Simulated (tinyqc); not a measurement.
# From one set of inputs to another, one input at a time

Model: rapid thermal processing of a wafer: radiative balance, ramp and cooling, pattern effects, pyrometer error and spike budget. Computed by tinyqc, a small Python program. Command: `OMP_NUM_THREADS=1 python tinyqc.py 3111138 3111139 out.jsonl rtp ladder`. One thread of a shared host (Intel(R) Xeon(R) Processor @ 2.30GHz), about 0.1 s of CPU time with the checks.

The wafer is opaque and uniform through its thickness unless said otherwise; temperatures in formulas are in kelvin (C + 273.15). sigma = 5.670374419e-12 W/(cm^2 K^4).

The inputs printed are set A. Inputs not listed in the table keep their values of set A, so the rows need not describe a real material.

Inputs (values chosen for the exercise, modelled on a hot silicon wafer):

| quantity | value | unit |
|---|---|---|
| wafer thickness d | 625 | micrometre |
| heat capacity per volume C | 2.02 | J/(cm^3 K) |
| thermal conductivity k | 0.22 | W/(cm K) |
| emissivity eps of each face | 0.57 | - |
| reflectivity of the chamber walls r | 0.52 | - |
| gas heat-transfer coefficient h, both faces together | 1.1 | mW/(cm^2 K) |
| wall temperature T_w | 350 | K |
| process temperature | 995 | C |
| starting temperature | 500 | C |
| ramp rate | 58 | K/s |
| relative change of absorptivity over a pattern | 11 | % |
| period of the pattern | 3.5 | mm |
| activation energy of the process E_a | 2.7 | eV |

Constants: k_B = 8.617333262e-05 eV/K.

Method:
- Effective emissivity between parallel grey plates: eps_eff = 1/(1/eps + 1/(1 - r) - 1). Loss per area q(T) = 2 eps_eff sigma (T^4 - T_w^4) + h (T - T_w).
- Absorbed power during a ramp = q(T) + C d x ramp rate; thermal time constant tau = C d/(dq/dT), dq/dT = 8 eps_eff sigma T^3 + h; natural cooling rate q/(C d); front-to-back difference under one-sided heating at the end of the ramp = (absorbed power) d/(2 k).
- Cooling with the lamps off: C d dT/dt = -q(T), integrated adaptively (relative tolerance 1e-10).
- Spike anneal: linear ramp to the peak, then lamps off. Equivalent time at the peak = int exp(-(E_a/k_B)(1/T - 1/T_peak)) dt; estimate (k_B T^2/E_a)(1/ramp rate + 1/cooling rate). The ramp part uses 4000 trapezoid steps, the cooling part 4000 steps over 4 tau.
- Time within 50 K of the peak from the same curves.
- At steady state a sinusoidal change of absorbed power of relative amplitude a and period p gives the temperature amplitude a q/(dq/dT + k d (2 pi/p)^2); healing length l = sqrt(k d/(dq/dT)); process change = E_a dT/(k_B T^2). Emissivity is taken as unchanged.

Each row keeps all changes above it:

| input moved | from | to | time constant tau (s) | equivalent time, total (s) | amplitude (K) |
|---|---|---|---|---|---|
| set A | - | - | 3.7461 | 1.4374 | 0.2780 |
| ramp rate (K/s) | 58 | 380 | 3.7461 | 0.7418 | 0.2780 |
| activation energy of the process E_a (eV) | 2.7 | 1.24 | 3.7461 | 1.7057 | 0.2780 |
| thermal conductivity k (W/(cm K)) | 0.22 | 0.27 | 3.7461 | 1.7057 | 0.2269 |
| reflectivity of the chamber walls r | 0.52 | 0.62 | 4.4418 | 1.9498 | 0.1936 |
| period of the pattern (mm) | 3.5 | 18 | 4.4418 | 1.9498 | 4.5225 |
| emissivity eps of each face | 0.57 | 0.63 | 4.2307 | 1.8765 | 4.7041 |
| gas heat-transfer coefficient h, both faces together (mW/(cm^2 K)) | 1.1 | 1.3 | 4.2025 | 1.8404 | 4.7858 |

Time constant tau goes from 3.75 to 4.20, a factor 1.12 in all. The largest single move comes from reflectivity of the chamber walls r (a factor 1.19), and emissivity eps of each face works against it (a factor 0.952). Equivalent time, total goes from 1.44 to 1.84, a factor 1.28 in all. The largest single move comes from activation energy of the process E_a (a factor 2.30), and ramp rate works against it (a factor 0.516). Amplitude goes from 0.278 to 4.79, a factor 17.2 in all. The largest single move comes from period of the pattern (a factor 23.4). The single moves hold for this order of the switches; the total does not depend on the order.

Extremes, crossings and ranges named in words are read from the listed rows.
